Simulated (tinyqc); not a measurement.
Inside a calculation. Method: CCD on RHF in the sto-3g basis, for H4, spin multiplicity 1. One step of it, computed by the program tinyqc.

Question. Iteration 1: diagonalisation and new density. Diagonalise F' = X^T F X, C = X C', fill 2 alpha and 2 beta electrons from the bottom; D = 2 C_occ C_occ^T. Each column has its largest component positive (the first on a tie).

Fock matrix F (hartree), lower triangle:
```
           1H 1s      2H 1s      3H 1s      4H 1s
1H 1s  -0.206089
2H 1s  -0.443456  -0.250990
3H 1s  -0.106074  -0.300617  -0.250990
4H 1s   0.007384  -0.106074  -0.443456  -0.206089
```

X:
```
               1          2          3         4
1H 1s  -0.663176   0.759091   0.537397  0.303621
2H 1s   1.060058  -0.549923   0.336197  0.419106
3H 1s  -1.060058  -0.549923  -0.336197  0.419106
4H 1s   0.663176   0.759091  -0.537397  0.303621
```

Give: F' = X^T F X; orbital energies; coefficients C; D after iteration 1.

Answer.

F' = X^T F X (hartree), lower triangle:
```
         1        2        3        4
1   0.8725
2   0.0000   0.3550
3  -0.0464   0.0000  -0.3559
4   0.0000  -0.0035   0.0000  -0.5101
```

orbital energies (hartree): MO1 -0.5101, MO2 -0.3577, MO3 0.3550, MO4 0.8742

coefficients C:
```
          MO1      MO2      MO3      MO4
1H 1s  0.3067   0.5120   0.7579  -0.6830
2H 1s  0.4169   0.3759  -0.5516   1.0466
3H 1s  0.4169  -0.3759  -0.5516  -1.0466
4H 1s  0.3067  -0.5120   0.7579   0.6830
```

D after iteration 1, lower triangle:
```
         1H 1s    2H 1s   3H 1s   4H 1s
1H 1s   0.7124
2H 1s   0.6407   0.6302
3H 1s  -0.1293   0.0650  0.6302
4H 1s  -0.3362  -0.1293  0.6407  0.7124
```
